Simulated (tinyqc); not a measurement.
## Thermionic emission over a Gaussian spread of barriers: effect of temperature

Metal on an n-type semiconductor with one parabolic valley; V > 0 is forward bias (metal positive). Patches of barrier height b are spread as a Gaussian with mean phi - r2 V and variance sg^2 + r3 V; each carries A* T^2 exp(-b/Vt) [exp(V/Vt) - 1].

A* = 4 pi q me m0 kB^2/h^3 (times 1e-4 for A/(cm^2 K^2)). The mean of exp(-b/Vt) gives the apparent barrier phi_ap(V) = phi - r2 V - (sg^2 + r3 V)/(2 Vt), J = A* T^2 exp(-phi_ap/Vt) [exp(V/Vt) - 1], and 1/n = 1 + r2 + r3/(2 Vt). J0 = A* T^2 exp(-phi_ap(0)/Vt); the current at zero bias is centred on b = phi - sg^2/Vt.

Parameters, values chosen for the exercise; band and dielectric values close to those of gallium nitride: electron mass me = 0.199 m0; barrier height seen from the metal phi = 0.68 eV; standard deviation of the barrier heights sg = 0.055 eV; shift of the mean barrier per volt, with its sign reversed (rho2) r2 = -0.003; change of sg^2 per volt (rho3) r3 = -0.0017 V.

Constants: q = 1.602176634e-19 C, kB = 1.380649e-23 J/K, h = 6.62607015e-34 J s, m0 = 9.1093837015e-31 kg, Vt = kB T/q. Results are converted to the units shown.

Result of one run:

| T (K) | phi_ap(0) (eV) | n | J0 (A/cm^2) | barrier that carries most current (eV) |
|---|---|---|---|---|
| 140 | 0.55463 | 1.0793 | 5.0714e-15 | 0.42926 |

What becomes of these results when the temperature T is changed from 140 to 300 K, all else the same?

Result of the changed run:

| T (K) | phi_ap(0) (eV) | n | J0 (A/cm^2) | barrier that carries most current (eV) |
|---|---|---|---|---|
| 300 | 0.62149 | 1.0372 | 7.8031e-5 | 0.56299 |

The whole series:

| T (K) | phi_ap(0) (eV) | n | J0 (A/cm^2) | barrier that carries most current (eV) |
|---|---|---|---|---|
| 100 | 0.50448 | 1.1131 | 8.9930e-21 | 0.32896 |
| 140 | 0.55463 | 1.0793 | 5.0714e-15 | 0.42926 |
| 180 | 0.58249 | 1.0613 | 3.8037e-11 | 0.48498 |
| 220 | 0.60022 | 1.0502 | 2.0589e-8 | 0.52044 |
| 260 | 0.61249 | 1.0427 | 2.1687e-6 | 0.54499 |
| 300 | 0.62149 | 1.0372 | 7.8031e-5 | 0.56299 |
| 350 | 0.62985 | 1.0322 | 0.0024965 | 0.57970 |
| 400 | 0.63612 | 1.0284 | 0.036984 | 0.59224 |

The apparent barrier rises from 0.504 to 0.636 eV and n falls from 1.11 to 1.03. A Richardson plot, ln(J0/T^2) against 1/Vt, has the slope -0.379 eV between the first two rows and -0.586 eV between the last two, against phi = 0.68 eV: the plot bends, because cold electrons seek the low patches. In 3 of the 8 rows sg exceeds 3 Vt, so the current comes from more than three deviations below the mean, a tiny share of the area that a Gaussian of independent patches describes poorly.

Numbers from tinyqc (`OMP_NUM_THREADS=1 python tinyqc.py 2640113 2640114 out.jsonl`; about 0.01 s on one thread of a shared Intel Xeon 2.30GHz).
